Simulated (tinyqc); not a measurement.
What moves the results: carrier statistics of a doped semiconductor with parabolic bands. A value that a table varies takes the place of the one given here.

Eg(T) = Eg0 - al T^2/(T + be); m_de = Mv^(2/3) (ml mt^2)^(1/3); m_dh = (mhh^(3/2) + mlh^(3/2))^(2/3); Nc and Nv from N = 2 (m kB T/(4 pi c))^(3/2) with c = hbar^2/2m0, in 1/angstrom^3; times 1e24 for 1/cm^3.

Energies are counted from Ev, so Ec = Eg. n = Nc F_1/2((EF - Eg)/kT), p = Nv F_1/2(-EF/kT), ND+ = ND/(1 + 2 exp((EF - Eg + ED)/kT)), NA- = NA/(1 + 4 exp((EA - EF)/kT)); neutrality asks p + ND+ = n + NA-. F_j(eta) = (1/Gamma(j + 1)) integral_0^infinity x^j dx/(1 + exp(x - eta)), which tends to exp(eta) for eta << 0.

Constants: hbar^2/2m0 = 3.80998211 eV angstrom^2; kB = 8.617333262e-05 eV/K.

Inputs chosen for the exercise (near those of Si; not measured data):
```
symbol  value     unit    meaning
Eg0     1.175     eV      gap at 0 K
al      0.000454  eV/K    Varshni alpha
be      657       K       Varshni beta
ml      0.881     m0      longitudinal electron mass
mt      0.2       m0      transverse electron mass
Mv      6                 equivalent valleys
mhh     0.563     m0      heavy-hole mass
mlh     0.15      m0      light-hole mass
ND      3.7e+17   1/cm^3  donors
NA      2.2e+12   1/cm^3  acceptors
ED      0.0464    eV      donor level below Ec
EA      0.0475    eV      acceptor level above Ev
T       500       K
```

## Temperature

Neutrality solved at each temperature; ni = sqrt(Nc Nv) exp(-Eg/2kT).

Carriers (1/cm^3):
```
T (K)  EF (eV)         n         p  majority / |ND - NA|        ni  Eg (eV)
30      1.1491  5.04e+13    <1e-99              0.000136  1.32e-81   1.1744
50      1.1451  2.72e+15  3.09e-98               0.00736  9.17e-42   1.1734
77      1.1380  2.41e+16  5.14e-57                0.0652  1.12e-20   1.1713
120     1.1228  1.03e+17  2.13e-29                 0.279  1.49e-06   1.1666
200     1.0829  2.50e+17  3.39e-09                 0.675  2.92e+04   1.1538
300     1.0170  3.25e+17      99.4                 0.878  5.69e+09   1.1323
450     0.8986  3.54e+17  1.91e+09                 0.957  2.60e+13   1.0920
600     0.7660  3.62e+17  1.26e+13                 0.978  2.13e+15   1.0450
800     0.5768  3.78e+17  1.22e+16                  1.02  6.80e+16   0.9756
1000    0.4395  8.11e+17  4.46e+17                  2.19  6.03e+17   0.9010
```

Ionisation is incomplete: the majority density is below 90 % of the net doping at 30, 50, 77, 120, 200 and 300 K, down to a share of 0.00014. It is within 10 % of the net doping at 450, 600 and 800 K. At 1000 K thermal pairs lift it more than 10 % above the net doping; ni has reached 6.03e+17 1/cm^3 at 1000 K against a net doping of 3.70e+17. EF goes from 1.149 eV to 0.439 eV, where midgap is 0.451 eV and the intrinsic level (Boltzmann) 0.414 eV.

## Doping level

Only donors are present (NA = 0); eta is the distance of EF beyond the conduction edge in units of kT.

Neutral state:
```
ND (1/cm^3)  EF (eV)  majority (1/cm^3)  ionised share     eta
1.0e+14       0.5343           2.07e+14          1.000  -12.59
1.0e+15       0.6032           1.02e+15          1.000  -10.99
1.0e+16       0.7015           9.99e+15          0.999   -8.71
1.0e+17       0.8003           9.91e+16          0.991   -6.42
1.0e+18       0.8965           9.18e+17          0.918   -4.19
3.0e+18       0.9387           2.42e+18          0.808   -3.21
1.0e+19       0.9799           6.18e+18          0.618   -2.25
3.0e+19       1.0131           1.28e+19          0.428   -1.48
```

The impurity level lies at 1.0305 eV. The ionised share falls from 1.000 to 0.428 as EF approaches it; it is below one half from 3e+19 1/cm^3 on. Over the last two rows the doping grows threefold and the majority density by a factor 2.08. EF comes within 3 kT of the majority band edge from 1e+19 1/cm^3 on. Above roughly 4e+18 1/cm^3 (N^(1/3) a = 0.26, with the radius a = sqrt(c/(m E)) from the ionisation energy E and the mass (ml mt^2)^(1/3)) the levels merge with the band and real ionisation is complete; sharp levels then overstate freeze-out.

## What each input does

Neutrality solved anew for each case. Each row changes one parameter from the base and keeps the others.

Results:
```
case                  EF (eV)  n (1/cm^3)  p (1/cm^3)
base                   0.8557    3.58e+17    6.15e+10
T = 540 K              0.8204    3.60e+17    6.42e+11
ND = 1.85e+17 1/cm^3   0.8265    1.82e+17    1.21e+11
NA = 2.86e+12 1/cm^3   0.8557    3.58e+17    6.15e+10
Eg0 = 1.225 eV         0.9057    3.58e+17    1.93e+10
mt = 0.24 m0           0.8481    3.60e+17    7.35e+10
mhh = 0.6756 m0        0.8557    3.58e+17    7.85e+10
ED = 0.0696 eV         0.8547    3.50e+17    6.29e+10
```

The largest shifts from the base row, up to three for each result and ties (the steps differ in size, so this ranks the rows, not the parameters). EF (eV): Eg0 +0.0500, T -0.0353, ND -0.0292; unchanged at the printed digits by NA and mhh. n (1/cm^3): ND -1.76e+17, ED -7.90e+15, T +2.08e+15; unchanged at the printed digits by NA, Eg0 and mhh. p (1/cm^3): T +5.81e+11, ND +5.96e+10, Eg0 -4.22e+10; unchanged at the printed digits by NA.

Run: tinyqc, `OMP_NUM_THREADS=1 python tinyqc.py 1680030 1680031 out.jsonl`; Intel(R) Xeon(R) Processor @ 2.30GHz, one thread, shared host; about 0.01 s of CPU time with all checks.
